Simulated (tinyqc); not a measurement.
Ellipsometry and reflectance of a transparent film on an absorbing substrate: one step of the calculation.

Air (index 1), film, substrate with N2 = n2 - i k2; time factor exp(+i w t). q_j = sqrt(N_j^2 - sin^2 th), root with positive real part. Fresnel coefficients r_s = (q_a - q_b)/(q_a + q_b), r_p = (N_b^2 q_a - N_a^2 q_b)/(N_b^2 q_a + N_a^2 q_b). tan(Psi) exp(i Delta) = R_p/R_s, Delta taken from 0 to 360 degrees.

Problem. Interface coefficients and thickness period. q0, q1, q2 and the coefficients r01 and r12 for p and s; the results repeat in d with the period lam/(2 q1).

Inputs (values chosen for the exercise); indices close to those of titanium dioxide on silicon: wavelength lam = 546.1 nm; angle of incidence th = 65 degrees; index of the transparent film n1 = 2.396; index of the substrate n2 = 4.086; extinction coefficient of the substrate k2 = 0.031.

Wanted: q0; q1; q2; r01,p; r01,s; r12,p; r12,s; period.

Solution.

q0 = 0.4226
q1 = 2.218
q2 = 3.984-0.032i
r01,p = 0.04483
r01,s = -0.6799
r12,p = 0.2364-0.0034i
r12,s = -0.2848+0.0037i
period = 123.1 nm

Computed by the program tinyqc: `OMP_NUM_THREADS=1 python tinyqc.py 2870105 2870106 out.jsonl`, one thread of a shared Intel Xeon 2.30GHz, about 0.01 s for the whole run.
